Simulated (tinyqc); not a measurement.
What moves the results: band offset of a heterojunction with an interface dipole (two-band chains, self-consistent charge). A value that a table varies takes the place of the one given here.

Sites alternate A, C. Left: A at -G1/2, C at +G1/2, hopping -t1; right: A at D - G2/2, C at D + G2/2, hopping -t2; the bonds across the two interfaces of a ring (C left to A right, C right to A left) have -sqrt(t1 t2). D is the offset of the mid-gaps, so Ev(right) - Ev(left) = D - (G2 - G1)/2 and Ec(right) - Ec(left) = D + (G2 - G1)/2. The closing bond has its sign reversed (antiperiodic ring). Half the levels are filled with two electrons each. The charge moved is q = (electrons on the left) less one a site; the mean over the two interfaces, q/2, is taken as the charge that crosses each, and its dipole opposes the offset: D = D0 - u q/2.

From here on the ring has 24 cells a side.

Values chosen for the exercise (gaps near those of Si and SiO2; the chains and D0 are free models, so the offsets are not those of the real pair; shifted at random, so the results belong to these values and not to a real crystal): G1 = 1.12 eV (gap on the left); G2 = 8.64 eV (gap on the right); t1 = 2.24 eV (hopping on the left); t2 = 2.73 eV (hopping on the right); u = 6.6 eV (potential step per electron moved across); D0 = -0.87 eV (mid-gap of the right side above that of the left, without dipole).

## Where the moved charge sits

D = -0.67540 eV

Electrons in cell k from an interface at the self-consistent D, less those at D = 0. Interface 1 joins C left to A right, interface 2 C right to A left. The decay lengths 1/(2 kappa a) are those of mid-gap states, cosh(kappa a) = 1 + G^2/(8 t^2).

Change of the electron count:

| k | left of 1 | right of 1 | left of 2 | right of 2 |
|---|---|---|---|---|
| 1 | -0.01418 | 0.02477 | -0.01848 | 0.03127 |
| 2 | -0.00563 | 0.00120 | -0.00697 | 0.00158 |
| 3 | -0.00284 | 0.00006 | -0.00344 | 0.00008 |
| 4 | -0.00150 | 0.00000 | -0.00181 | 0.00000 |
| 5 | -0.00082 | 0.00000 | -0.00098 | 0.00000 |
| 6 | -0.00046 | 0.00000 | -0.00054 | 0.00000 |

decay lengths (cells): left 2.005, right 0.344

What can be read from the table?

Over six cells interface 1 moves -0.0254 electrons to the left side and +0.0260 to the right, interface 2 -0.0322 and +0.0329: each change is a dipole, and the two differ because the bonds join different sites. The first cells hold 76 % of it at interface 1. The tail is longer on the left, where the gap is smaller against the hopping: from k = 2 to 4 it falls by a factor 3.74, and pure mid-gap decay would give 2.71; the exponential carries a prefactor that falls as a power of the distance, so the first cells drop faster.

## Screening of the starting offset

chi = 0.086218 1/eV

D0 is varied; the self-consistent D is found by bisection. chi = dq/dD at D = 0; the linear rule is D = S D0 with S = 1/(1 + u chi/2). The gap of the junction closes (type III) at |D| = (G1 + G2)/2.

Against D0:

| 2 D0/(G1 + G2) | D0 (eV) | q at D0 | D (eV) | D/D0 | linear (eV) |
|---|---|---|---|---|---|
| -0.85 | -4.148 | -0.5682 | -3.0366 | 0.7321 | -3.2292 |
| -0.55 | -2.684 | -0.2819 | -2.0351 | 0.7582 | -2.0895 |
| -0.30 | -1.464 | -0.1339 | -1.1307 | 0.7724 | -1.1397 |
| -0.15 | -0.732 | -0.0641 | -0.5687 | 0.7770 | -0.5699 |
| 0.10 | 0.488 | 0.0424 | 0.3796 | 0.7778 | 0.3799 |
| 0.25 | 1.220 | 0.1096 | 0.9446 | 0.7742 | 0.9498 |
| 0.50 | 2.440 | 0.2477 | 1.8585 | 0.7617 | 1.8995 |
| 0.80 | 3.904 | 0.5079 | 2.8773 | 0.7370 | 3.0393 |
| 0.95 | 4.636 | 0.7137 | 3.3453 | 0.7216 | 3.6091 |

What can be read from the table?

D/D0 lies between 0.722 and 0.778, against S = 0.779 from chi at D = 0; the linear rule misses by at most 264 meV. q is odd in D. Less than half of the starting offset is screened, so the natural line-up still counts most.

## Wider gaps screen less

G2 is varied. chi = (q(+0.01) - q(-0.01))/0.02 at D = 0, S = 1/(1 + u chi/2).

Against G2:

| G2 (eV) | chi (1/eV) | S |
|---|---|---|
| 0.7 | 0.58564 | 0.3410 |
| 1.1 | 0.48029 | 0.3869 |
| 1.5 | 0.40893 | 0.4256 |
| 2.3 | 0.31528 | 0.4901 |
| 3.4 | 0.23658 | 0.5616 |
| 5.5 | 0.15125 | 0.6671 |
| 7.0 | 0.11439 | 0.7260 |
| 9.0 | 0.08124 | 0.7886 |

What can be read from the table?

chi falls from 0.5856 to 0.0812 1/eV, a factor 7.2, and S rises from 0.341 to 0.789: charge crosses through the tails of states that tunnel into the other gap, and these shorten as the gap widens. u is kept fixed, though a wider gap also screens less and would raise it.

## What each parameter does

Self-consistent D by bisection, q there, and the two offsets. Each row changes one parameter from the base and keeps the others.

Results:

| case | D (eV) | q | valence offset (eV) | conduction offset (eV) |
|---|---|---|---|---|
| base | -0.6754 | -0.0590 | -4.4354 | 3.0846 |
| G1 = 1.288 eV | -0.6785 | -0.0580 | -4.3545 | 2.9975 |
| G2 = 9.936 eV | -0.7054 | -0.0499 | -5.1134 | 3.7026 |
| t1 = 2.576 eV | -0.6707 | -0.0604 | -4.4307 | 3.0893 |
| t2 = 3.139 eV | -0.6692 | -0.0609 | -4.4292 | 3.0908 |
| D0 = -1 eV | -0.7756 | -0.0680 | -4.5356 | 2.9844 |
| u = 7.59 eV | -0.6536 | -0.0570 | -4.4136 | 3.1064 |

How do the results move?

The largest shifts from the base row, up to three for each result and ties (the steps differ in size, so this ranks the rows, not the parameters). D (eV): D0 -0.1002, G2 -0.0300, u +0.0218. q: G2 +0.0091, D0 -0.0090, u +0.0019, t2 -0.0019. valence offset (eV): G2 -0.6780, D0 -0.1002, G1 +0.0809. conduction offset (eV): G2 +0.6180, D0 -0.1002, G1 -0.0871.

Run: tinyqc, `OMP_NUM_THREADS=1 python tinyqc.py 1481989 1481990 out.jsonl`; Intel(R) Xeon(R) Processor @ 2.30GHz, one thread, shared host; about 0.3 s of CPU time with all checks.
